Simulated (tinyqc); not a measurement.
Scaling with the misfit: strain-driven roughening and islands of a mismatched epitaxial film. Computed by tinyqc, a small Python program. Command: `OMP_NUM_THREADS=1 python tinyqc.py 3001743 3001744 out.jsonl island walk`. One thread of a shared host (Intel(R) Xeon(R) Processor @ 2.30GHz), about 0.01 s of CPU time with the checks.

Film and substrate share isotropic elastic constants; the film is coherent and biaxially strained.

Inputs (values chosen for the exercise, for a model film):
```
quantity                                     value       unit
misfit |f|                                  0.0432          -
shear modulus G                               49.3        GPa
Poisson ratio nu                              0.29          -
surface energy gamma                         0.865      J/m^2
contact angle of the shallow shape theta_1    13.2    degrees
contact angle of the steep shape theta_2      27.3    degrees
facet energy of shape 1 over gamma           1.003          -
facet energy of shape 2 over gamma           1.056          -
surface mobility D_s nu_s Omega^2/(k_B T)    4e-34  m^6/(J s)
```

Transport: surface diffusion.

Constants: e = 1.602176634e-19 C.

Method:
- M = 2 G (1 + nu)/(1 - nu); stress = M f; energy density w = M f^2.
- A ripple A cos(k x) has the surface chemical potential per volume [gamma k^2 - 2 (1 + nu) w k] A cos(k x), so k_c = 2 (1 + nu) w/gamma. With surface diffusion the amplitude grows at the rate q = B k^2 [2 (1 + nu) w k - gamma k^2], fastest at k_m = (3/4) k_c. B is the surface mobility.
- Shallow faceted island (Tersoff form): E = 4 Gam V^(2/3) tan^(1/3)(theta) - 6 c V tan(theta), Gam = gamma [x/sin(theta) - 1/tan(theta)], x the facet energy over gamma, c = stress^2 (1 - nu)/(2 pi G).
- The barrier is the maximum of E, at V_c = [4 Gam/(9 c)]^3 / tan^2(theta) (1 GPa nm = 1 J/m^2).
- V_c = [4 Gam/(9 c)]^3/tan^2(theta), barrier = (4/3) Gam V_c^(2/3) tan^(1/3)(theta); the growth time is 1/q at k_m.

fastest wavelength = 8.40116 nm

growth time 1/q at k_m = 0.0277129 s

critical volume, shape 1 = 0.853807 nm^3

barrier, shape 1 = 0.514775 eV

Misfit scaled at fixed constants:
```
|f| (%)  fastest wavelength (nm)  growth time (s)  V_c of shape 1 (nm^3)  barrier of shape 1 (eV)
1.080                     134.42       1.8162e+03             3.4972e+03               1.3178e+02
1.512                      68.58       1.2307e+02             4.6446e+02               3.4304e+01
2.160                      33.60       7.0945e+00             5.4644e+01               8.2364e+00
3.024                      17.15       4.8073e-01             7.2572e+00               2.1440e+00
4.320                       8.40       2.7713e-02             8.5381e-01               5.1478e-01
6.048                       4.29       1.8778e-03             1.1339e-01               1.3400e-01
```

What does the comparison show, and why?

Halving the misfit stretches the wavelength 4 times, the barrier 16 times, the volume 64 times and the time 256 times: f^(-2), f^(-4), f^(-6), f^(-8). Over these rows the time spans 6.0 decades: strongly mismatched films tend to roughen first, while dilute alloys have time to stay flat. Rows with wavelengths under 10 nm or volumes under 5 nm^3 are beyond the continuum picture. Caution: a wavelength of a few nanometres is at the limit of continuum theory, where steps and facets rule. Caution: a critical volume below 1 nm^3 holds fewer than a hundred atoms, so a continuum barrier there has no physical meaning.

Extremes, crossings and ranges named in words are read from the listed rows.
